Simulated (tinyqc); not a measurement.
Length of a molecular wire: coherent transport through a tight-binding bridge. Computed by the program tinyqc. T = Gamma_L Gamma_R |G_1n|^2 with the self-energies of semi-infinite chains.

A uniform bridge between two chains:
```
parameter,value
site energy (eV),5.440000
hopping in the bridge (eV),1.430000
lead hopping (eV),2.220000
couplings (eV),"0.5, 0.84"
E (eV),0.220000
```

Transmission against length:
```
sites,T,ln T
2,4.5343e-04,-7.699
3,4.0306e-05,-10.119
4,3.5869e-06,-12.538
5,3.1922e-07,-14.957
6,2.8411e-08,-17.377
7,2.5285e-09,-19.796
8,2.2504e-10,-22.215
9,2.0028e-11,-24.634
10,1.7825e-12,-27.053
```

What does the comparison show, and why?

E lies outside the band of the bridge (|E - e|/2h = 1.825 > 1), so T decays as exp(-beta n) with beta = 2 arccosh(1.825) = 2.4191 a site; the last two rows give 2.4191.
